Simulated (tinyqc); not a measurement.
## Slope factor and drain-induced lowering from three currents

Inverse problem. With source and body at 0 V, I = A exp((Vg + dd Vd)/(nf Vt)) (1 - exp(-Vd/Vt)). Find nf, the swing nf Vt ln 10 and dd.

Parameters, values chosen for the exercise:
- T = 358 K (temperature)

Constants: q = 1.602176634e-19 C, kB = 1.380649e-23 J/K, Vt = kB T/q. Results are converted to the units shown.

currents at (Vg, Vd) = (0, 0.05), (0, 1.2) and (0.11, 1.2) V (nA/um): [0.029440748, 0.53735926, 9.3130706]

Solution. The pair at equal Vd gives nf; the pair at equal Vg, after dividing out the factors 1 - exp(-Vd/Vt), gives dd.

nf = 1.25
swing = 88.8 mV/decade
dd = 0.0900

Computed by the program tinyqc: `OMP_NUM_THREADS=1 python tinyqc.py 2242233 2242234 out.jsonl`, one thread of a shared Intel Xeon 2.30GHz, about 0.03 s for the whole run.
